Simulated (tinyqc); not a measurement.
# Inductance and parasitic capacitance from two readings

Question. A loss-free coil L in parallel with C shows the apparent inductance L/(1 - w^2 L C), w = 2 pi f. Find L, C and the self-resonance 1/(2 pi sqrt(L C)).

apparent inductance at 4.1 and 10 GHz (nH): 2.0955266  4.2703016

Solution. The inverse of the reading is 1/L - w^2 C, a straight line in w^2.

L = 1.90 nH
C = 74.0 fF
self-resonance = 13.4 GHz

tinyqc, about 0.01 s, one thread, Intel Xeon 2.30GHz (shared host): `OMP_NUM_THREADS=1 python tinyqc.py 2302177 2302178 out.jsonl`
